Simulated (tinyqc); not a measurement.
# p-i-n junction, non-linear Poisson equation by Newton steps, step by step

Computed by the program tinyqc: `OMP_NUM_THREADS=1 python tinyqc.py 2000060 2000061 out.jsonl`, one thread of a shared Intel Xeon 2.30GHz, about 0.04 s for the whole run. Printed values are rounded; ~0 in a residual or rate marks an entry under 1e-11 of the largest of its column.

One dimension, p side on the left, n side on the right; net doping C = -Na for x < 0, 0 for 0 < x < Li and +Nd beyond. The potential psi is counted from the intrinsic level, and the quasi-Fermi potentials are flat: 0 for holes and -V for electrons, so n = ni exp((psi + V)/Vt) and p = ni exp(-psi/Vt) (Boltzmann statistics, full ionisation, no current).

Values chosen for this exercise; band and dielectric values those of a made-up semiconductor: temperature T = 325 K; band gap Eg = 1.07 eV; relative permittivity eps_r = 10.2; conduction-band density of states at T Nc = 4.04e19 cm^-3; valence-band density of states at T Nv = 3.83e19 cm^-3; acceptor density of the p side Na = 1.4e16 cm^-3; donor density of the n side Nd = 8.9e15 cm^-3; bias of the p side against the n side V = 0 V; width of the undoped layer, from x = 0 to Li Li = 290 nm.

Constants: q = 1.602176634e-19 C, kB = 1.380649e-23 J/K, Vt = kB T/q, eps0 = 8.8541878128e-14 F/cm where lengths are in cm. Results are converted to the units shown.

## Intrinsic density, end potentials and Debye lengths

ni = sqrt(Nc Nv) exp(-Eg/(2 Vt)), Eg in volts; psi_p = -Vt ln(Na/ni), psi_n = Vt ln(Nd/ni) - V; Debye length sqrt(eps0 eps_r Vt/(q N)).

ni = 1.98857e11 cm^-3
psi_p = -0.312606 V
psi_n = 0.299919 V
Debye length, p side = 33.5802 nm
Debye length, n side = 42.1165 nm

## Net doping on the mesh

x, node 0 to 13 (nm): [-443, -333, -238, -157, -86.4, -26, 26, 89.7, 168, 263, 380, 523, 697, 912]

C = -Na for x < 0, 0 for 0 < x < Li and +Nd beyond, taken at the nodes.

net doping C, node 0 to 13 (cm^-3): [-1.4e16, -1.4e16, -1.4e16, -1.4e16, -1.4e16, -1.4e16, 0, 0, 0, 0, 8.9e15, 8.9e15, 8.9e15, 8.9e15]

## Couplings between neighbouring nodes

a_i = eps0 eps_r/h_i for the interval from node i to i + 1, with h_i = x_(i+1) - x_i in cm.

coupling a_i, interval 0 to 12 (F/cm^2): [8.21025e-8, 9.50660e-8, 1.11497e-7, 1.27922e-7, 1.49524e-7, 1.73678e-7, 1.41778e-7, 1.15342e-7, 9.50660e-8, 7.71904e-8, 6.31557e-8, 5.19039e-8, 4.20059e-8]

## Starting potential

A straight line in x from psi_p = -Vt ln(Na/ni) at the first node to psi_n = Vt ln(Nd/ni) - V at the last.

psi at the start, node 0 to 13 (V): [-0.312606, -0.262881, -0.219936, -0.183320, -0.151406, -0.124102, -0.100596, -0.071800, -0.036405, 0.006540, 0.059430, 0.124072, 0.202729, 0.299919]

## Iteration 1: densities, residual and Jacobian diagonal

n_i = ni exp((psi_i + V)/Vt), p_i = ni exp(-psi_i/Vt), rho_i = p_i - n_i + C_i, g_i = (n_i + p_i)/Vt. Box widths w_i = (h_(i-1) + h_i)/2 in cm. Residual F_i = a_i (psi_(i+1) - psi_i) - a_(i-1) (psi_i - psi_(i-1)) + q rho_i w_i; Jacobian: a_(i-1) and a_i beside the diagonal, b_i = -a_(i-1) - a_i - q g_i w_i on it. The two end nodes are fixed.

```
node   n (cm^-3)   p (cm^-3)
0      2.82457e6      1.4e16
1      1.66741e7  2.37158e15
2      7.72653e7  5.11794e14
3      2.85620e8  1.38450e14
4      8.92664e8  4.42987e13
5      2.36640e9  1.67106e13
6      5.47776e9  7.21899e12
7     1.53156e10  2.58193e12
8     5.42015e10  7.29572e11
9     2.51162e11  1.57444e11
10    1.66002e12  2.38213e10
11    1.66929e13   2.36890e9
12    2.76858e14   1.42831e8
13        8.9e15   4.44314e6
```

```
node  residual F (C/cm^2)  diagonal b (F/cm^2)
1             -1.90966e-8          -3.16233e-7
2             -1.90172e-8          -2.32328e-7
3             -1.68342e-8          -2.45423e-7
4             -1.46455e-8          -2.79106e-7
5             -1.25909e-8          -3.23740e-7
6             6.68591e-12          -3.15696e-7
7             2.91964e-12          -2.57226e-7
8             9.37608e-13          -2.10447e-7
9            -1.59161e-13          -1.72281e-7
10             1.85338e-8          -1.40471e-7
11             2.25587e-8          -1.16573e-7
12             2.68717e-8          -1.24716e-7
```

## Iteration 1: Newton step

Solve the tridiagonal system a_(i-1) d_(i-1) + b_i d_i + a_i d_(i+1) = -F_i for nodes 1 to 12, with d = 0 on fixed nodes. Half of the step is added while the largest |d| exceeds 1.5 Vt, the full step after that.

Newton step d, before damping, node 1 to 12 (V): [-0.185888, -0.417472, -0.540836, -0.542145, -0.451337, -0.302059, -0.119750, 0.104209, 0.375968, 0.710783, 0.827950, 0.560039]
psi after iteration 1, node 0 to 13 (V): [-0.312606, -0.355825, -0.428672, -0.453738, -0.422478, -0.349771, -0.251625, -0.131675, 0.015700, 0.194524, 0.414821, 0.538047, 0.482748, 0.299919]

## Iteration 2: densities, residual and Jacobian diagonal

As before.

```
node   n (cm^-3)   p (cm^-3)
0      2.82457e6      1.4e16
1      6.03610e5  6.55123e16
2        44783.1  8.83009e17
3        18298.6  2.16104e18
4        55868.0  7.07810e17
5      7.49276e5  5.27761e16
6      2.49222e7  1.58670e15
7      1.80573e9  2.18991e13
8     3.48337e11  1.13522e11
9     2.06550e14   1.91450e8
10    5.38487e17     73435.2
11    4.38575e19     901.646
12    6.08863e18     6494.71
13        8.9e15   4.44314e6
```

```
node  residual F (C/cm^2)  diagonal b (F/cm^2)
1              8.12182e-8          -4.01867e-6
2              1.22936e-6          -4.46597e-5
3              2.61426e-6          -9.39494e-5
4              7.34975e-7          -2.67998e-5
5              4.10891e-8          -2.01999e-6
6              1.43119e-9          -3.67968e-7
7             1.71330e-11          -2.58010e-7
8             1.22958e-12          -2.10431e-7
9            -3.46047e-10          -1.84782e-7
10            -1.11226e-6          -4.01876e-5
11            -1.11362e-4          -0.00397685
12            -1.89507e-5          -6.77569e-4
```

## Iteration 2: Newton step

As before.

Newton step d, before damping, node 1 to 12 (V): [0.0208641, 0.0276414, 0.0278968, 0.0276920, 0.0240476, 0.0192663, 0.0104503, -0.0004541, -0.0136974, -0.0277471, -0.0280033, -0.0279708]
psi after iteration 2, node 0 to 13 (V): [-0.312606, -0.334961, -0.401031, -0.425841, -0.394786, -0.325723, -0.232359, -0.121225, 0.015246, 0.180827, 0.387074, 0.510044, 0.454777, 0.299919]

## Iteration 3: densities, residual and Jacobian diagonal

As before.

```
node   n (cm^-3)   p (cm^-3)
0      2.82457e6      1.4e16
1      1.27144e6  3.11016e16
2      1.20157e5  3.29102e17
3        49546.5  7.98117e17
4      1.50170e5  2.63328e17
5      1.76827e6  2.23631e16
6      4.95848e7  7.97502e14
7      2.62244e9  1.50790e13
8     3.42734e11  1.15378e11
9     1.26654e14   3.12220e8
10    1.99941e17   1.97778e5
11    1.61360e19     2450.66
12    2.24273e18     17632.0
13        8.9e15   4.44314e6
```

```
node  residual F (C/cm^2)  diagonal b (F/cm^2)
1              2.36392e-8          -2.00090e-6
2              4.47782e-7          -1.67745e-5
3              9.59010e-7          -3.48485e-5
4              2.68005e-7          -1.01446e-5
5              1.34190e-8          -1.04219e-6
6             2.80220e-10          -3.41850e-7
7             1.53709e-12          -2.57733e-7
8                      ~0          -2.10431e-7
9            -3.58751e-11          -1.79937e-7
10            -4.06060e-7          -1.50099e-5
11            -4.09646e-5          -0.00146323
12            -6.96477e-6          -2.49640e-4
```

## Iteration 3: Newton step

As before.

Newton step d, before damping, node 1 to 12 (V): [0.0130948, 0.0269526, 0.0277049, 0.0270462, 0.0188885, 0.0127955, 0.0057371, -0.0029220, -0.0134286, -0.0272396, -0.0279981, -0.0279051]
psi after iteration 3, node 0 to 13 (V): [-0.312606, -0.321866, -0.374078, -0.398136, -0.367740, -0.306835, -0.219563, -0.115488, 0.012324, 0.167398, 0.359835, 0.482046, 0.426872, 0.299919]

## Course of the Newton iteration

Stop when the largest undamped |d| is below 1e-9 V, or after 80 iterations.

Course of the iteration:
```
iteration  largest |F| (C/cm^2)  largest |d| (V)  at node
1                       2.69e-8            0.828       11
2                       1.11e-4           0.0280       11
3                       4.10e-5           0.0280       11
4                       1.51e-5           0.0280       11
5                       5.54e-6           0.0279       11
6                       2.03e-6           0.0278       11
7                       7.45e-7           0.0275       11
8                       2.69e-7           0.0263       11
9                       9.42e-8           0.0232       11
10                      2.95e-8           0.0161       11
11                      6.69e-9          6.24e-3       11
12                     6.27e-10          7.15e-4       11
13                     7.04e-12          8.21e-6       11
14                     9.12e-16          1.06e-9       11
15                      < 1e-20          < 1e-13       12
```

Converged in 15 iterations. Once the step is below 0.1 Vt, 3 more iteration(s) reach the threshold: near the solution the error is roughly squared each time.

## Converged densities, field and charge

converged psi, node 0 to 13 (V): [-0.312606, -0.312594, -0.312475, -0.311547, -0.305807, -0.279717, -0.207102, -0.120265, -0.013668, 0.115661, 0.275211, 0.298176, 0.299836, 0.299919]

n and p as above; field E_i = -(psi_(i+1) - psi_i)/h_i on each interval; charge on either side of the peak Q = eps0 eps_r |E|max (Gauss).

```
node   n (cm^-3)   p (cm^-3)
0      2.82457e6      1.4e16
1      2.82583e6  1.39938e16
2      2.83782e6  1.39346e16
3      2.93341e6  1.34805e16
4      3.60069e6  1.09823e16
5      9.14046e6  4.32625e15
6      1.22182e8  3.23649e14
7      2.71389e9  1.45710e13
8     1.22064e11  3.23962e11
9     1.23620e13   3.19882e9
10    3.68334e15   1.07359e7
11    8.36281e15   4.72855e6
12    8.87348e15   4.45642e6
13        8.9e15   4.44314e6
```

field E, interval 0 to 12 (kV/cm): [-0.0011, -0.0125, -0.1145, -0.8131, -4.3196, -13.9644, -13.6322, -13.6139, -13.6136, -13.6368, -1.6059, -0.0954, -0.0039]
peak |E| = 13.9644 kV/cm
charge Q = 12.6116 nC/cm^2

A mesh of more than 1000 nodes gives a peak field of 15.42 kV/cm; the 14-node value is 9.4 % below it.
